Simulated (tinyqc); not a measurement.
Brouwer diagram: defect equilibria of an oxide against oxygen pressure (mass action). Computed by tinyqc, a small Python program. Command: `OMP_NUM_THREADS=1 python tinyqc.py 3004207 3004208 out.jsonl brouwer walk`. One thread of a shared host (Intel(R) Xeon(R) Processor @ 2.30GHz), about 0.01 s of CPU time with the checks.

Defects: oxygen vacancies V (charge +2), electrons n, holes p, the ionic partner X = O_i'' (charge -2). Activities are taken equal to concentrations.

Inputs (values chosen for the exercise, for a model oxide):
```
quantity,value,unit
reduction enthalpy H_r,4.63,eV
prefactor K_r0,1.7e+68,cm^-9 atm^(1/2)
gap E_g,2.31,eV
prefactor N_c N_v,1.4e+40,cm^-6
disorder enthalpy H_s,2.76,eV
prefactor K_s0,3e+45,cm^-6
dopant density N_d,0,cm^-3
temperature T,1100,K
```

Ionic disorder: anion Frenkel. Dopant (singly charged, fully ionised): none.

Constants: k_B = 8.617333262e-05 eV/K.

Method:
- K_r = K_r0 exp(-H_r/k_B T) = [V] n^2 P^(1/2); K_i = N_c N_v exp(-E_g/k_B T) = n p; K_s = K_s0 exp(-H_s/k_B T) = [X] [V].
- Neutrality: 2 [V] + p = n + 2 [X]. With n as the unknown, [V] = K_r/(n^2 P^(1/2)), p = K_i/n, [X] = K_s/[V]; the log ratio is ln(positive/negative).
- The root is found by 60 bisections in ln n between n = 1e-10 and 1e25 cm^-3.
- The slope is d log n / d log P from this row and the one above; the last column names the largest term on each side. Pressures that give more than 3e21 cm^-3 are left out.

K_r = 1.04127e+47 cm^-9 atm^(1/2)

K_i = 3.65253e+29 cm^-6

K_s = 6.78984e+32 cm^-6

Log10 of the densities in cm^-3:
```
log10 P (atm),n,[V],p,[X],slope of n,balance
-32,21.106,20.805,8.456,12.027,-,2 [V] = n
-28,20.440,20.139,9.123,12.693,-0.16667,2 [V] = n
-24,19.773,19.472,9.790,13.360,-0.16667,2 [V] = n
-20,19.106,18.805,10.456,14.027,-0.16667,2 [V] = n
-16,18.439,18.139,11.123,14.693,-0.16668,2 [V] = n
-12,17.772,17.474,11.791,15.358,-0.16693,2 [V] = n
-8,17.085,16.848,12.478,15.984,-0.17171,2 [V] = n
-4,16.263,16.492,13.300,16.340,-0.20550,2 [V] = 2 [X]
0,15.297,16.423,14.266,16.408,-0.24145,2 [V] = 2 [X]
```

What does the comparison show, and why?

Regimes: 2 [V] = n from log P = -32 to -8, where that balance predicts a slope of -1/6 and the table comes as close as -0.167; 2 [V] = 2 [X] from log P = -4 to 0, where that balance predicts a slope of -1/4 and the table comes as close as -0.241. Rows with n or p near or above sqrt(N_c N_v) are degenerate, and n p = K_i is then only nominal.

Extremes, crossings and ranges named in words are read from the listed rows.
